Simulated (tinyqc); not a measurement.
Changing the cooling rate: thermal stress and diffusional relaxation in a metal film: Coble and Nabarro-Herring creep, cooling and holds. Computed by tinyqc, a small Python program. Command: `OMP_NUM_THREADS=1 python tinyqc.py 3023237 3023238 out.jsonl creep sweep`. One thread of a shared host (Intel(R) Xeon(R) Processor @ 2.30GHz), about 0.05 s of CPU time with the checks.

A thin film on a rigid substrate is stress-free at T0. Tension is positive and the film creeps linearly: d sigma/dt = -M (mismatch) dT/dt - sigma/tau.

Inputs (values chosen for the exercise, modelled on gold films on silicon):
```
quantity                           value        unit
biaxial modulus M                    125         GPa
expansion mismatch                  11.1      1e-6/K
atomic volume Omega                   17  angstrom^3
lattice prefactor D0             1.1e-05       m^2/s
lattice energy E                     1.8          eV
boundary prefactor (delta D_b)0    4e-16       m^3/s
boundary energy E_b                0.879          eV
grain size d                         3.2          um
stress-free temperature T0           250           C
hold temperature T                   110           C
```

Constants: k_B = 1.380649e-23 J/K; k_B = 8.617333262e-05 eV/K.

Method:
- Thermoelastic slope = M x mismatch; sigma_0 = slope x (T0 - T).
- Creep rate per stress: Nabarro-Herring 14 D Omega/(k_B T d^2), Coble (14 pi) delta D_b Omega/(k_B T d^3), with D = D0 exp(-E/(k_B T)), delta D_b = (delta D_b)0 exp(-E_b/(k_B T)); 1/tau = M x (sum of both)/2 (biaxial strain rate is half the uniaxial one).
- Temperatures in kelvin are T(C) + 273.15.
- Cooling from T0 at the constant rate: d sigma/dT = -slope + sigma/(tau(T) x rate), integrated to 25 C (stiff solver, tolerance 1e-9).
- Effective stress-free temperature T_eff = 25 C + sigma/slope.

One run for each value:
```
cooling rate (C/min)  stress at 25 C (MPa)  effective stress-free temperature (C)
0.03                                215.49                                 180.31
0.1                                 249.47                                 204.80
0.4                                 285.92                                 231.07
1                                   300.09                                 241.28
5                                   309.56                                 248.11
20                                  311.52                                 249.52
70                                  312.00                                 249.86
300                                 312.14                                 249.97
1000                                312.17                                 249.99
```

Over the rows, stress at 25 C (MPa) rises from 215 to 312 (exponent d ln y / d ln x 0.12 between the first rows and 8.3e-5 between the last). At the high end the exponent of stress at 25 C is 0.00, close to 0: creep has little time during cooling. Slower cooling lets the film creep to a lower temperature before the stress freezes in.

Caution (all rows): bulk creep laws overstate relaxation in a bonded film, and dislocation glide would cap stresses above the yield stress.
